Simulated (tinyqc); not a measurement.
The solidus: solid solubility of a dopant against its melt (retrograde solidus), clustering and the electrically active fraction. Computed by tinyqc, a small Python program. Command: `OMP_NUM_THREADS=1 python tinyqc.py 3005374 3005375 out.jsonl retro walk`. One thread of a shared host (Intel(R) Xeon(R) Processor @ 2.30GHz), about 0.01 s of CPU time with the checks.

Inputs (values chosen for the exercise, of the order of those of aluminium in silicon for the solubility):
```
quantity                                   value    unit
melting point of the host T_m               1687       K
heat of melting of the host H_f             50.2  kJ/mol
interaction L of the melt                     -4  kJ/mol
enthalpy of transfer from melt to solid H  0.589      eV
entropy of transfer S                       -1.8     k_B
site density N0                            5e+22  1/cm^3
```

Constants: R = 8.314462618 J/(mol K); k_B = 8.617333262e-05 eV/K; e = 1.602176634e-19 C; N_A = 6.02214076e+23 1/mol.

Method. x_l and x_s are atom fractions of the dopant in melt and solid; the solid is dilute. Liquidus of the host: R T ln(1 - x_l) + L x_l^2 = -H_f (1 - T/T_m). Distribution: k = x_s/x_l = exp[L (1 - x_l)^2/(R T)] exp(S/k_B - H/(k_B T)), the first factor being the activity coefficient in the melt. Solubility = x_s N0; at T_m x_l = 0. The largest x_s N0 between 900 K and T_m. For an ideal melt with constant heats the maximum has x_l = H_f/(H + H_f), H in the same units.

largest solubility = 2.74807e+19 1/cm^3

temperature of the maximum = 1415.13 K

Against temperature:
```
T (K)      x_l          k  solubility (1/cm^3)  over the maximum
1000   0.87623  0.0001765           7.7309e+18           0.28132
1100   0.80357  0.0003254           1.3073e+19           0.47570
1200   0.71309  0.0005373           1.9159e+19           0.69716
1300   0.60537  0.0008125           2.4594e+19           0.89494
1400   0.48026  0.0011420           2.7422e+19           0.99785
1500   0.33629  0.0015065           2.5330e+19           0.92174
1580   0.20512  0.0018029           1.8490e+19           0.67283
1640   0.09509  0.0020134           9.5722e+18           0.34833
1675   0.02514  0.0021258           2.6719e+18           0.09723
```

Between the first rows the Arrhenius energy of the solubility is 0.50 eV, against H = 0.589 eV; it shrinks to zero at 1415 K and turns negative beyond. A crystal saturated at the maximum precipitates dopant-rich liquid on cooling and on heating alike. Below a eutectic or compound temperature another phase would set the limit.

Extremes, crossings and ranges named in words are read from the listed rows.
